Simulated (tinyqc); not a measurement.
MOSFET in saturation, small-signal circuit and noise: one step of the calculation.

Bias by the inversion coefficient IC = I/Ispec (charge-based model with velocity saturation; weak inversion below 0.1, strong above 10). Common-source circuit: gm, gds, Cgs, Cgd and Cj at the inner nodes, Rg in series with the gate; quasi-static, no source or drain resistance, no gate-body capacitance, no substrate network, no induced gate noise, so fmax is an upper estimate.

Task. Noise at the gate. Channel noise Sid = 4 kB T gam n gm with gam = (1/2 + (2/3) qs)/(1 + qs) + gw lc IC, qs = [sqrt(1 + 4 IC) - 1]/2, lc = Ls/L (the last term an empirical rise with velocity saturation); at the gate, white noise Sw = Sid/gm^2 + 4 kB T Rg. Number fluctuation with correlated mobility: S(f) = K/f, K = q^2 Vt lt Nt/(W L Cox^2) (1 + ac mu Cox I/gm)^2, Vt in eV with Nt per eV. Corner fc = K/Sw. Full shot noise would be 2 q I.

Inputs (values chosen for the exercise): temperature T = 325 K; gate length L = 350 nm; total gate width W = 40 um; gate capacitance Cox = 2.29 uF/cm^2; mobility mu = 290 cm^2/(V s); slope factor n = 1.36; velocity-saturation length Ls = 25 nm; inversion coefficient IC = 1.7; short-channel excess of the noise factor gw = 0.13; oxide trap density Nt = 1.4e18 cm^-3 eV^-1; tunnelling length into the oxide lt = 0.1 nm; Coulomb scattering coefficient ac = 3000 V s/C.

Constants: q = 1.602176634e-19 C, kB = 1.380649e-23 J/K, Vt = kB T/q. Results are converted to the units shown.

I = 275.26802 uA
gm = 3.7576151 mS
Rg = 5.3571429 ohm

Find: gam; Sid; Sid/(2 q I); sqrt(Sw); K; fc.

Result.

gam = 0.59457
Sid = 5.4535e-23 A^2/Hz
Sid/(2 q I) = 0.61828
sqrt(Sw) = 1.9896 nV/Hz^0.5
K = 1.8003e-11 V^2
fc = 4.5478 MHz

The gate resistance gives 2.4 % of the white noise power.

Numbers from tinyqc (`OMP_NUM_THREADS=1 python tinyqc.py 2150066 2150067 out.jsonl`; about 0.01 s on one thread of a shared Intel Xeon 2.30GHz).
